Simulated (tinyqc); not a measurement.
Classical Heisenberg spin chain: exact results, Metropolis, heat-bath and over-relaxation steps, and a Monte Carlo run: one step, computed by the program tinyqc. Command: `OMP_NUM_THREADS=1 python tinyqc.py 3130557 3130558 out.jsonl heismc walk`. One thread of a shared host (Intel(R) Xeon(R) Processor @ 2.30GHz), about 0.2 s of CPU time with the checks.

E = -J sum_i s_i . s_(i+1) for unit vectors s_i on an open chain; K = J/(k_B T).

Question. Exact results. Each bond angle is independent, so u = <s_i . s_(i+1)> = coth K - 1/K, <s_i . s_(i+n)> = u^n, correlation length xi = -1/ln|u|, energy per bond -J u, heat capacity per bond c/k_B = 1 - K^2/sinh^2 K, and for the long chain chi = mu^2 (1 + u)/(3 k_B T (1 - u)) per spin.

Inputs (values chosen for the exercise, for a model chain of large moments): coupling J = 12 meV; temperature T = 49.6 K; moment mu = 2.5 mu_B.

Constants: k_B = 8.617333262e-05 eV/K; mu_B = 5.7883818060e-05 eV/T.

Give: K; u; xi; energy per bond; heat capacity; chi over the Curie value; chi.

Answer.

K = 2.808

u = 0.6511

xi = 2.331 sites

energy per bond = -7.814 meV

heat capacity = 0.8843 k_B/bond

chi over the Curie value = 4.733

chi = 0.1335 mu_B/T per spin
